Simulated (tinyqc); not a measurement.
Off-state leakage of single and stacked transistors: two steps of the calculation.

n-channel devices of unit width. Subthreshold current I(Vg, Vs, Vd) = I0 (T/300 K)^0.5 exp[(Vg - Vs - VT(T) - gb (Vs - Vb) + dd (Vd - Vs))/(nf Vt)] (1 - exp(-(Vd - Vs)/Vt)), VT(T) = VT - cT (T - 300 K). Gate-edge tunnelling Ig (Vd/1 V) exp(ag (Vd - 1 V)), for a gate at 0 V, and band-to-band leakage Ab u exp(-Bb/u), u = Vd - Vb + 1 V, flow at a drain held at V; both are taken as independent of T. In a stack of off transistors (all gates at 0 V) the same subthreshold current passes through each.

Parameters, values chosen for the exercise; values of the order met in bulk silicon logic transistors: temperature T = 358 K; supply voltage V = 1 V; threshold at 300 K, zero drain and body bias VT = 0.43 V; fall of the threshold with temperature cT = 0.7 mV/K; current at threshold at 300 K I0 = 0.14 uA/um; slope factor nf = 1.52; drain-induced lowering per volt dd = 0.16; rise of the threshold per volt of source-body bias gb = 0.13; gate-edge tunnelling current at 1 V Ig = 0.0001 uA/um; exponential slope of the gate current ag = 3.2 1/V; prefactor of band-to-band leakage at the drain Ab = 50 uA/(um V); its exponential voltage Bb = 27 V; body voltage Vb = -0.3 V.

Constants: q = 1.602176634e-19 C, kB = 1.380649e-23 J/K, Vt = kB T/q. Results are converted to the units shown.

Task 1. Leakage of one transistor. Vg = Vs = 0, Vd = V; effective threshold VT(T) - gb Vb - dd V.

Find: effective threshold; parts; total; shares.

Result 1.

effective threshold = 0.2684 V
parts (nA/um): subthreshold 0.4997, gate edge 0.1000, band-to-band 0.9172
total = 1.517 nA/um
shares (%): subthreshold 32.94, gate edge 6.592, band-to-band 60.47

The band-to-band part is the largest.

Task 2. New Vx. Stack of two, Vx the node between them: I_low = I(0, 0, Vx), I_up = I(0, Vx, V), f = ln(I_up/I_low), f' = -(1 + gb + 2 dd)/(nf Vt) - 1/(Vt (exp(Vx/Vt) - 1)) - 1/(Vt (exp((V - Vx)/Vt) - 1)), Vx(new) = Vx - f/f'.

Vx at the start = 0.11 V

Find: I_low; I_up; f; f'; Vx after iteration 1.

Result 2.

I_low = 0.023302 nA/um
I_up = 0.024237 nA/um
f = 0.039349
f' = -31.865 1/V
Vx after iteration 1 = 0.11123 V

Numbers from tinyqc (`OMP_NUM_THREADS=1 python tinyqc.py 2242266 2242267 out.jsonl`; about 0.03 s on one thread of a shared Intel Xeon 2.30GHz).
